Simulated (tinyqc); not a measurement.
## MOS capacitor on a p-type substrate, surface potential from the exact charge relation: effect of the temperature on threshold and swing

Uniform p-type substrate, Boltzmann statistics, full ionisation, classical densities. psi is the surface potential against the body (positive when the bands bend down) and u = psi/Vt. Traps are spread evenly over the gap and neutral at flat band, so their charge is -q Dit psi; the minority quasi-Fermi level is shifted by Vb.

Nc and Nv are given at 273 K and scale as (T/273 K)^1.5; Eg is held fixed. ni = sqrt(Nc Nv) exp(-Eg/(2 Vt)), Eg in volts; phiF = Vt ln(N/ni); Cox = eps0 eox/tox; Vfb = phiM - chi - (Eg - Vt ln(Nv/N)) - q Nf/Cox; VT = Vfb + [(2 phiF + Vb)(1 + q Dit/Cox) + sqrt(2 eps0 eps_r q N (2 phiF + Vb))/Cox]. gamma = sqrt(2 eps0 eps_r q N)/Cox; Wm = sqrt(2 eps0 eps_r (2 phiF + Vb)/(q N)); m = 1 + (eps0 eps_r/Wm + q Dit)/Cox; swing m Vt ln 10; Cmin/Cox = 1/(1 + Cox Wm/(eps0 eps_r)).

Values chosen for this exercise; band and dielectric values those of a made-up semiconductor:
- Eg = 0.84 eV (band gap)
- eps_r = 16.2 (relative permittivity)
- Nc = 8.68e18 cm^-3 (conduction-band density of states at the reference temperature)
- Nv = 6.12e18 cm^-3 (valence-band density of states at the reference temperature)
- chi = 4.96 eV (electron affinity)
- N = 2.9e16 cm^-3 (acceptor density of the substrate)
- eox = 22.4 (relative permittivity of the gate insulator (close to hafnium oxide))
- tox = 48 nm (insulator thickness)
- phiM = 5.25 eV (gate work function)
- Nf = 0 cm^-2 (fixed charge at the interface, in units of q)
- Dit = 0 cm^-2 eV^-1 (density of interface traps)
- Vb = 1.5 V (reverse bias of the inversion layer against the body)

Constants: q = 1.602176634e-19 C, kB = 1.380649e-23 J/K, Vt = kB T/q, eps0 = 8.8541878128e-14 F/cm where lengths are in cm. Results are converted to the units shown.

The same in every row: gamma (V^0.5) = 0.27941.

Effect of the temperature on threshold and swing:
```
T (K)	Vfb (V)	2 phiF (V)	VT (V)	Wm (nm)	m	swing (mV/decade)	Cmin/Cox
200	-0.46580	0.66558	2.1110	365.66	1.0949	43.452	0.086704
240	-0.44331	0.61939	2.0829	361.74	1.0960	52.191	0.087562
280	-0.41995	0.57146	2.0537	357.63	1.0971	60.951	0.088480
320	-0.39584	0.52205	2.0235	353.34	1.0982	69.733	0.089458
360	-0.37109	0.47135	1.9926	348.88	1.0995	78.539	0.090498
400	-0.34577	0.41949	1.9608	344.26	1.1008	87.372	0.091601
```

As T goes from 200 to 400, VT falls from 2.11 to 1.96 V, the swing rises from 43.5 to 87.4 mV/decade and Cmin/Cox rises from 0.0867 to 0.0916. Of the change of VT by -0.150 V, 0.120 V comes from Vfb and -0.270 V from the band bending and the charge it takes. VT changes by -0.751 mV/K on average.

Program tinyqc, `OMP_NUM_THREADS=1 python tinyqc.py 2060049 2060050 out.jsonl`; Intel Xeon 2.30GHz, shared host, one thread, about 0.01 s.
